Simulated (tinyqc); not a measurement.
Crystal pulling from the melt: segregation, interface stability, heat balance and point-defect regime: one step, computed by the program tinyqc. Command: `OMP_NUM_THREADS=1 python tinyqc.py 3014577 3014578 out.jsonl pull walk`. One thread of a shared host (Intel(R) Xeon(R) Processor @ 2.30GHz), about 0.01 s of CPU time with the checks.

A dilute solute; steady pulling with a flat interface unless it is found unstable.

Problem. Heat balance and the ratio V/G. k_S G_S = k_L G_L + L V; the largest rate for this G_S, with G_L = 0, is k_S G_S/L. Voronkov: the crystal grows vacancy-rich if V/G_S > xi_c and interstitial-rich if below; at fixed G_L the neutral rate solves V = xi_c G_S(V).

Inputs (values chosen for the exercise, modelled on antimony in silicon):

| quantity | value | unit |
|---|---|---|
| pull rate V | 1.1 | mm/min |
| gradient in the melt G_L | 14 | K/cm |
| solid conductivity k_S | 21.5 | W/(m K) |
| melt conductivity k_L | 55.4 | W/(m K) |
| latent heat per volume L | 4070 | J/cm^3 |
| critical ratio xi_c | 0.15 | mm^2/(min K) |

Give: gradient in the solid G_S; largest rate; V/G_S; neutral pull rate.

Solution.

gradient in the solid G_S = 70.78 K/cm

largest rate = 2.243 mm/min

V/G_S = 0.1554 mm^2/(min K)

neutral pull rate = 1.027 mm/min

V/G_S is 1.04 xi_c: near the neutral point, where both annihilate. Latent heat makes up 49 % of the flux.
